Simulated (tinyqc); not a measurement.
Strain: hole subbands of a hard-walled well, four-band Luttinger model.

Hole energies are counted downwards from the unstrained band edge, c = hbar^2/2m0. After the usual block transformation one block is H = [[P + Q - Zs, R - i S], [R + i S, P - Q + Zs]] in (heavy, light), with P +/- Q = c [(g1 +/- g2) k^2 + (g1 -/+ 2 g2) kz^2], R = sqrt(3) c gR k^2, S = 2 sqrt(3) c g3 k kz, kz = -i d/dz; axial approximation gR = (g2 + g3)/2. Zs = b (e_par - e_perp) is the shear part of the strain (the hydrostatic part shifts all levels alike and is left out). Basis sqrt(2/L) sin(n pi z/L), n = 1 to N, for each component: kz^2 gives (n pi/L)^2 and the heavy-light block is R delta_nm - 2 sqrt(3) c g3 k D_nm with D_nm = 4 n m/(L (n^2 - m^2)) for n + m odd, 0 otherwise. The other block has the same levels. The split-off band is left out.

Constants: hbar^2/2m0 = 3.80998211 eV angstrom^2.

Parameters, chosen for this exercise (near those of AlAs; shifted at random, so the results belong to these values and not to a real crystal):
- g1 = 3.76 (Luttinger gamma1)
- g2 = 0.82 (gamma2)
- g3 = 1.42 (gamma3)
- L = 180 angstrom (well width along [001])
- Zlist = (-0.0154, -0.0127, -0.006, -0.0025, 0, 0.0049, 0.0124) eV (shear strain energies (negative: tension in the plane, for b < 0))

N = 20. dE is the rise of the top subband from k = 0 to k1 = pi/(4L), m1 = c k1^2/dE (dash if dE is not positive), and the heavy weight is taken at k = pi/L.

Top subband:
```
Zs (eV)  HH1 (meV)  LH1 (meV)  dE (meV)  heavy weight  m1 (m0)
-0.0154       17.9       -9.1     0.165         0.024    0.440
-0.0127       15.2       -6.4     0.156         0.033    0.464
-0.0060        8.5        0.3     0.111         0.100    0.655
-0.0025        5.0        3.8     0.025         0.251    2.906
0.0000         2.5        6.3     0.258         0.580    0.281
0.0049        -2.4       11.2     0.282         0.935    0.257
0.0124        -9.9       18.7     0.298         0.980    0.244
```

What does the comparison show?

HH1 and LH1 cross at Zs = -2 c g2 (pi/L)^2 = -0.0019 eV; for more negative Zs the light hole is on top. Among the rows with HH1 on top, m1 goes from 0.281 to 0.244 m0 as the splitting widens from 4 to 29 meV, against the unmixed 1/(g1 + g2) = 0.218: compression lightens the holes here. m1 describes the neighbourhood of k = 0 only; where HH1 and LH1 lie close, the band may peak further out.

tinyqc: `OMP_NUM_THREADS=1 python tinyqc.py 1250416 1250417 out.jsonl`; about 0.2 s, one thread, shared Intel(R) Xeon(R) Processor @ 2.30GHz.
